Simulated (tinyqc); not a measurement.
Worked calculation: ROHF in the sto-3g basis, for H4, spin multiplicity 3. Computed by tinyqc, a small Python program that keeps every step (integrals from PySCF). Settings: charge = 0, multiplicity = 3, basis = sto-3g, energy threshold = 1e-09, iteration cap = 59, orthogonalisation = symmetric, start = Wolfsberg-Helmholz matrix, DIIS depth = 6, method = ROHF. Command: `OMP_NUM_THREADS=1 python tinyqc.py 30117 30118 out.jsonl` (the two numbers bound the seeds that draw the settings). One thread of a shared host (Intel(R) Xeon(R) Processor @ 2.60GHz), about 0.06 s of CPU time with the checks.

Geometry (angstrom):
```
atom         x         y         z
H     0.000000  0.000000  0.000000
H     0.000000  0.000000  1.248000
H     0.000000  0.000000  3.243000
H     0.000000  0.000000  4.491000
```

Stop when the energy changes by less than 1e-09 hartree and every element of the error matrix X^T (F D S - S D F) X is below 9e-06.

Course of the cycle:
```
iteration  E (hartree)     change  largest element of the error matrix
1          -1.69377785          -                             5.63e-02
2          -1.71204562  -1.83e-02                             2.56e-02
3          -1.71606787  -4.02e-03                             1.57e-02
4          -1.71804902  -1.98e-03                             3.78e-03
5          -1.71815568  -1.07e-04                             3.10e-04
6          -1.71815622  -5.38e-07                             1.65e-04
7          -1.71815633  -1.19e-07                             1.09e-04
8          -1.71815620   1.35e-07                             1.71e-04
9          -1.71815642  -2.21e-07                             2.88e-05
10         -1.71815643  -6.40e-09                             1.06e-06
11         -1.71815643  -8.70e-12                             7.12e-08
```

Can the last value be used, and what does the course show?

Yes. Converged in 11 iterations. PySCF ROHF in the same basis = -1.71815643 hartree.
